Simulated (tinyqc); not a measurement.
Inside a calculation. Model: MOSFET in saturation, small-signal circuit and noise.

Numbers from tinyqc (`OMP_NUM_THREADS=1 python tinyqc.py 2150138 2150139 out.jsonl`; about 0.01 s on one thread of a shared Intel Xeon 2.30GHz). Printed values are rounded.

Bias by the inversion coefficient IC = I/Ispec (charge-based model with velocity saturation; weak inversion below 0.1, strong above 10). Common-source circuit: gm, gds, Cgs, Cgd and Cj at the inner nodes, Rg in series with the gate; quasi-static, no source or drain resistance, no gate-body capacitance, no substrate network, no induced gate noise, so fmax is an upper estimate.

Values chosen for this exercise: temperature T = 300 K; gate length L = 28 nm; total gate width W = 5 um; gate capacitance Cox = 1.68 uF/cm^2; mobility mu = 360 cm^2/(V s); slope factor n = 1.29; velocity-saturation length Ls = 10 nm; ratio gds/gm sg = 0.11; overlap and fringe capacitance per side Cov = 0.24 fF/um; drain junction capacitance Cj = 0.46 fF/um; sheet resistance of the gate Rsh = 8 ohm; finger width Wf = 2 um; gate contact and vertical resistance Rc = 300 ohm um; inversion coefficient IC = 20; short-channel excess of the noise factor gw = 0.08; oxide trap density Nt = 1.3e17 cm^-3 eV^-1; tunnelling length into the oxide lt = 0.1 nm; Coulomb scattering coefficient ac = 3000 V s/C; signal frequency f = 1 GHz.

Constants: q = 1.602176634e-19 C, kB = 1.380649e-23 J/K, Vt = kB T/q. Results are converted to the units shown.

## Current, transconductance and gain

Ispec = 2 n mu Cox (W/L) Vt^2, lc = Ls/L, gms = [sqrt((lc IC + 1)^2 + 4 IC) - 1]/[2 + lc (lc IC + 1)], gm = gms Ispec/(n Vt), gds = sg gm.

Ispec = 186.222 uA
I = 3724.45 uA
gms = 2.26066
gm = 12.6236 mS
gds = 1.38860 mS
gm/I = 3.38939 1/V

gm/I is 11.3 % of its weak-inversion limit 1/(n Vt); without velocity saturation (lc = 0) gms would be 4.00.

## Capacitances, gate resistance and cut-off frequencies

qs = [sqrt(1 + 4 IC) - 1]/2, Cgs = Cox W L qs (2 qs + 3)/(3 (qs + 1)^2) + Cov W, Cgd = Cov W, Cd = Cj W, Rg = Rsh (Wf/L)/(12 Nf) + Rc/W with Nf = W/Wf fingers (not rounded) contacted at both ends. fT = gm/(2 pi (Cgs + Cgd)), fmax = fT/(2 sqrt(Rg (gds + 2 pi fT Cgd))).

Cgs = 2.57984 fF
Cgd = 1.2 fF
Cd = 2.3 fF
Rg = 79.0476 ohm
fT = 531.533 GHz
fmax = 406.920 GHz

Overlap and fringe make up 63.5 % of the gate capacitance; fmax is 0.766 times fT.

## Admittance matrix

Inner admittances at w = 2 pi f: y11 = i w (Cgs + Cgd), y12 = -i w Cgd, y21 = gm - i w Cgd, y22 = gds + i w (Cgd + Cd). Invert to Z, add Rg to Z11 and invert back to Y.

inner y (mS):
```
                 1               2
1   0.0000+0.0237i  0.0000-0.0075i
2  12.6236-0.0075i  1.3886+0.0220i
```

Y with Rg (mS):
```
                 1               2
1   0.0000+0.0237i  0.0000-0.0075i
2  12.6236-0.0312i  1.3886+0.0295i
```

## Current gain and unilateral power gain

|h21| = |Y21/Y11|; U = |Y21 - Y12|^2/(4 [Re Y11 Re Y22 - Re Y12 Re Y21]). Extrapolated at 20 dB a decade: f |h21| and f sqrt(U).

|h21| = 531.534
U = 1.65584e5
f |h21| = 531.534 GHz
f sqrt(U) = 406.920 GHz

f |h21| is within 0.01 % of the formula for fT, and f sqrt(U) within 0.01 % of that for fmax.

## Noise at the gate

Channel noise Sid = 4 kB T gam n gm with gam = (1/2 + (2/3) qs)/(1 + qs) + gw lc IC, qs = [sqrt(1 + 4 IC) - 1]/2, lc = Ls/L (the last term an empirical rise with velocity saturation); at the gate, white noise Sw = Sid/gm^2 + 4 kB T Rg. Number fluctuation with correlated mobility: S(f) = K/f, K = q^2 Vt lt Nt/(W L Cox^2) (1 + ac mu Cox I/gm)^2, Vt in eV with Nt per eV. Corner fc = K/Sw. Full shot noise would be 2 q I.

gam = 1.20476
Sid = 3.25042e-22 A^2/Hz
Sid/(2 q I) = 0.272356
sqrt(Sw) = 1.83013 nV/Hz^0.5
K = 5.14645e-10 V^2
fc = 153.654 MHz

The gate resistance gives 39 % of the white noise power.
